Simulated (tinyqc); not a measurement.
What moves the results: tight-binding t2g bands of a cubic perovskite. A value that a table varies takes the place of the one given here.

Orbitals yz, zx, xy (X, Y, Z below) times spin. E_xy = Dt + 2t (2 - cos x - cos y) + 2 td (1 - cos z) + 4 t2 (1 - cos x cos y) with x = kx a and so on; yz and zx follow by cyclic change, without Dt. Spin-orbit term -(Dso/3) L.sigma + Dso/3 with (L_k)_ij = -i epsilon_kij in X, Y, Z: for Dt = 0 the quartet lies at 0 and the doublet at Dso.

Constants: hbar^2/2m0 = 3.80998211 eV angstrom^2.

Inputs chosen for the exercise (of the size met in SrTiO3 and KTaO3; the results hold for these values, not for the real material):
- t = 0.292 eV (strong hopping)
- td = 0.039 eV (weak hopping)
- t2 = 0 eV (diagonal hopping in the plane of the orbital)
- Dso = 0.038 eV (spin-orbit splitting at Gamma)
- Dt = 0.001 eV (shift of xy (tetragonal field or confinement))
- a = 3.967 angstrom (lattice constant)
- k = (0.02, 0.15, 0) 2 pi/a (wave vector)

## Bands along [100] with and without spin-orbit coupling

k = (x,0,0). The plain columns hold the three orbital energies without spin-orbit coupling, sorted.

Levels (eV):
```
x (2 pi/a),plain 1,plain 2,plain 3,pair 1,pair 2,pair 3
0.00,0.0000,0.0000,0.0010,0.0000,0.0007,0.0383
0.02,0.0006,0.0046,0.0056,0.0020,0.0051,0.0417
0.04,0.0025,0.0183,0.0193,0.0066,0.0188,0.0527
0.06,0.0055,0.0410,0.0420,0.0123,0.0415,0.0727
0.10,0.0149,0.1115,0.1125,0.0247,0.1120,0.1402
0.15,0.0322,0.2407,0.2417,0.0434,0.2412,0.2680
0.20,0.0539,0.4035,0.4045,0.0657,0.4040,0.4303
0.30,0.1021,0.7645,0.7655,0.1143,0.7650,0.7908
0.50,0.1560,1.1680,1.1690,0.1684,1.1685,1.1942
```

At the zone edge the heavy yz band has risen by 0.156 eV (4 td) and the light ones by 1.168 eV (4t + 8 t2). Spin-orbit coupling mixes the orbitals while their spacing is below Dso = 0.038 eV: the lowest pair lies +1.4 meV from the plain band at x = 0.02 and +12.4 meV at the edge, where yz has parted from the other two and its offset tends to Dso/3 = 12.7 meV; zx and xy, 1 meV apart without the coupling, still mix there.

## Order of the levels against the shift of xy

Levels at Gamma, the xy weight of the lowest pair and its mass along [100] from m/m0 = c q^2/(E(q) - E(0)), q = 0.001 (2 pi/a).

At Gamma:
```
Dt (eV),pair 1 (eV),pair 2 (eV),pair 3 (eV),xy weight of pair 1,mass (m0)
-0.30,-0.2884,0.0000,0.0264,0.997,0.830
-0.15,-0.1393,0.0000,0.0273,0.988,0.833
-0.08,-0.0707,0.0000,0.0287,0.966,0.841
-0.03,-0.0239,0.0000,0.0319,0.883,0.873
-0.01,-0.0072,0.0000,0.0352,0.767,0.922
0.01,0.0000,0.0060,0.0420,0.000,1.463
0.03,0.0000,0.0141,0.0539,0.000,1.463
0.08,0.0000,0.0209,0.0971,0.000,1.463
0.15,0.0000,0.0230,0.1650,0.000,1.463
```

For Dt > 0 the lowest pair is the pure yz, zx combination at 0, with mass 1.463 at Dt = 0.15 eV. For Dt < 0 it gains xy weight, 0.77 at -0.01 and 1.00 at -0.3 eV, and its mass tends to the light value 0.829; the scale of the change is Dso = 0.038 eV.

## What each parameter does

The three pairs at k. Each row changes one parameter from the base and keeps the others.

Results:
```
case,pair 1 (eV),pair 2 (eV),pair 3 (eV)
base,0.0480,0.2436,0.2709
t = 0.3212 eV,0.0486,0.2679,0.2951
td = 0.0585 eV,0.0639,0.2438,0.2711
t2 = 0.02 eV,0.0488,0.2767,0.3039
Dso = 0.0494 eV,0.0508,0.2437,0.2794
Dt = -0.029 eV,0.0479,0.2240,0.2606
```

The largest shifts from the base row, up to three for each result and ties (the steps differ in size, so this ranks the rows, not the parameters). pair 1 (eV): td +0.0160, Dso +0.0029, t2 +0.0008. pair 2 (eV): t2 +0.0331, t +0.0243, Dt -0.0197. pair 3 (eV): t2 +0.0330, t +0.0242, Dt -0.0102.

tinyqc: `OMP_NUM_THREADS=1 python tinyqc.py 1480198 1480199 out.jsonl`; about 0.01 s, one thread, shared Intel(R) Xeon(R) Processor @ 2.30GHz.
